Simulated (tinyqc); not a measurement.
Capacitance measurement on a leaky thin oxide: effects of series resistance and leakage: readings against frequency.

The device is a capacitance C in parallel with a leakage conductance G, in series with Rs and Ls. An impedance meter reports either a parallel pair (Cp, Gp) from Y = 1/Z = Gp + i w Cp or a series pair (Cs, Rm) from Z = Rm + 1/(i w Cs); w = 2 pi f, dissipation D = Gp/(w |Cp|).

EOT = 3.9 tox/eox; CET = EOT + zc + zp; C = 3.9 eps0 A/CET; G = Jg A/Vs. Z = Rs + i w Ls + 1/(G + i w C); CET read from Cp = 3.9 eps0 A/Cp; errors under 0.001 % are printed as 0.

Inputs (values chosen for the exercise); values of the order met in thin-oxide MOS capacitors:
- eox = 3.9 (relative permittivity of the gate insulator (close to silicon dioxide))
- tox = 2.3 nm (insulator thickness)
- A = 400 um^2 (gate area)
- zc = 0.38 nm (oxide-equivalent thickness added by the accumulation layer)
- zp = 0.23 nm (oxide-equivalent thickness added by gate depletion)
- Jg = 0.063 A/cm^2 (gate leakage current density, not matched to the thickness)
- Vs = 0.19 V (voltage for an e-fold rise of the leakage)
- Rs = 77 ohm (series resistance)
- Ls = 25 nH (series inductance)

Constants: eps0 = 8.8541878128e-14 F/cm where lengths are in cm. Results are converted to the units shown.

The same in every row: C (pF) = 4.7466.

Results:
```
f (Hz)	Cp (pF)	Cs (pF)	D	error of Cp (%)	error of Cs (%)	CET read from Cp (nm)
1000	4.7456	9392.3	44.477	-0.0204	1.98e5	2.9106
3000	4.7456	1047.8	14.826	-0.0204	2.20e4	2.9106
30000	4.7456	15.177	1.4826	-0.0204	220	2.9106
1e5	4.7456	5.6853	0.44500	-0.0204	19.8	2.9106
3e5	4.7456	4.8509	0.14894	-0.0204	2.20	2.9106
1e6	4.7456	4.7560	0.046773	-0.0205	0.198	2.9106
3e6	4.7456	4.7478	0.021716	-0.0210	0.0262	2.9106
1e7	4.7453	4.7489	0.027425	-0.0263	0.0488	2.9108
3e7	4.7430	4.7667	0.070673	-0.0755	0.424	2.9122
```

Estimate the missing row, f = 10000 Hz.

Computed row:
```
f (Hz)	Cp (pF)	Cs (pF)	D	error of Cp (%)	error of Cs (%)	CET read from Cp (nm)
10000	4.7456	98.622	4.4477	-0.0204	1980	2.9106
```

With this row back in the table: D goes from 44.5 through a minimum of 0.0217 (at f = 3e6 Hz among the rows listed) to 0.0707; without inductance its minimum lies at f = sqrt(G (1 + G Rs)/Rs)/(2 pi C) = 4.40e6 Hz. The error of Cp goes from -0.0204 to -0.0755 % and that of Cs from 1.98e5 to 0.424 %; at low frequency Cp tends to C/(1 + G Rs)^2 and Cs grows as 1 + (G/(w C))^2. One of the two readings is within 2 % of C for f = 1000, 3000, 10000, 30000, 1e5, 3e5, 1e6, 3e6, 1e7, 3e7 Hz. For f = 1000, 3000, 10000, 30000 D exceeds 1, where the accuracy of real meters degrades in proportion to sqrt(1 + D^2).

tinyqc, about 0.01 s, one thread, Intel Xeon 2.30GHz (shared host): `OMP_NUM_THREADS=1 python tinyqc.py 2022043 2022044 out.jsonl`
